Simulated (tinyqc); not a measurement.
Inside a calculation. Model: six-transistor SRAM cell, nodal equations and margins.

Numbers from tinyqc (`OMP_NUM_THREADS=1 python tinyqc.py 2340076 2340077 out.jsonl`; about 0.1 s on one thread of a shared Intel Xeon 2.30GHz). Printed values are rounded.

Two cross-coupled inverters (pull-down bn, pull-up bp) hold the nodes Q and QB; access transistors (ba, threshold VTn, gate on the word line at Vdd when selected) join them to the bit lines. Transistor (EKV form, voltages against the body): I = 2 n b Vt^2 [F(vp - Vs) - F(vp - Vd)] from drain to source, F(v) = ln^2(1 + exp(v/(2 Vt))), vp = (Vg - VT + sg |Vd - Vs|)/n. n-channel bodies are at 0; for the p-channel device all voltages are counted down from Vdd. b in uA/V^2 gives I in uA. For an access transistor the bit line is the drain and the node the source. In a read both bit lines are at Vdd. The cell is symmetric (no mismatch).

Inputs (values chosen for the exercise): temperature T = 250 K; supply voltage Vdd = 0.8 V; slope factor n = 1.17; drain-induced barrier lowering sg = 0.033; n-channel threshold VTn = 0.42 V; p-channel threshold (magnitude) VTp = 0.28 V; gain factor of the pull-down transistor bn = 290 uA/V^2; gain factor of the access transistor ba = 290 uA/V^2; gain factor of the pull-up transistor bp = 140 uA/V^2.

Constants: q = 1.602176634e-19 C, kB = 1.380649e-23 J/K, Vt = kB T/q. Results are converted to the units shown.

## Iteration 1: node voltages in a read by Newton steps

(Q, QB) at the start (V): Q 0.0000000, QB 0.8000000

F1 = In(gate QB, drain Q) - Ip(gate QB, drain Q) - Ia(bit line, Q), F2 the same with Q and QB exchanged; J by central differences with +/- 1e-6 V; solve J d = -F, limit each component to +/- 0.15 V and add.

F1, F2 (uA): [-20.47027, 0.00000]

J (uS):

|  | Q | QB |
|---|---|---|
| F1 | 231.296 | 0.000 |
| F2 | 0.000 | 72.798 |

(Q, QB) after iteration 1 (V): Q 0.0885026, QB 0.8000000

## Iteration 2: node voltages in a read by Newton steps

As before.

F1, F2 (uA): [-2.670643, 0.000002]

J (uS):

|  | Q | QB |
|---|---|---|
| F1 | 170.852 | 25.846 |
| F2 | 0.000 | 60.399 |

(Q, QB) after iteration 2 (V): Q 0.1041339, QB 0.8000000

## Course of the iteration: node voltages in a read by Newton steps

Stop when the largest change of (Q, QB) is below 1e-9 V, or after 30 iterations. The rule counts as met only at the stable state with Q low.

Course of the iteration:

| iteration | Q (V) | largest \|change\| of one entry (V) |
|---|---|---|
| 1 | 0.08850257 | 0.0885 |
| 2 | 0.1041339 | 0.0156 |
| 3 | 0.1046587 | 5.25e-4 |
| 4 | 0.1046593 | 5.94e-7 |
| 5 | 0.1046593 | 7.62e-13 |

Converged in 5 iterations. At the end the number of correct digits about doubles with each step.

## Read current and disturbance

(Q, QB) (V): Q 0.1046593, QB 0.7999999

Iread = Ia(bit line at Vdd, source Q); cell ratio bn/ba; time to pull a bit line of 20 fF down by 0.1 V at that current.

Iread = 9.764024 uA
cell ratio = 1
time = 204.8336 ps

The read lifts the low node to 105 mV, against a balance point of 451 mV.

## The largest square in the read butterfly

| point | c (V) |
|---|---|
| 0 | 0.11 |
| 1 | 0.18 |
| 2 | 0.25 |
| 3 | 0.3 |
| 4 | 0.35 |
| 5 | 0.39 |
| 6 | 0.42 |

f(x) is the node voltage of one half-cell in a read for input x (In - Ip - Ia = 0). Static noise margin: side of the largest square between the curve (x, f(x)) and its mirror image (f(y), y); with h(c) the root x of f(x) - x = c, it is the maximum over c > 0 of h(c) - h(-c) + c.

| point | h(c) (V) | h(-c) (V) | side (V) |
|---|---|---|---|
| 0 | 0.4470853 | 0.4589906 | 0.0980947 |
| 1 | 0.4448015 | 0.4791748 | 0.1456267 |
| 2 | 0.4417423 | 0.5108185 | 0.1809238 |
| 3 | 0.4361400 | 0.5366219 | 0.1995181 |
| 4 | 0.4212471 | 0.5635642 | 0.2076829 |
| 5 | 0.3986632 | 0.5856255 | 0.2030376 |
| 6 | 0.3754197 | 0.6025472 | 0.1928725 |

The maximum over c is 207.7 mV, the read margin; with the word line off (no Ia) the same construction gives 325.8 mV.
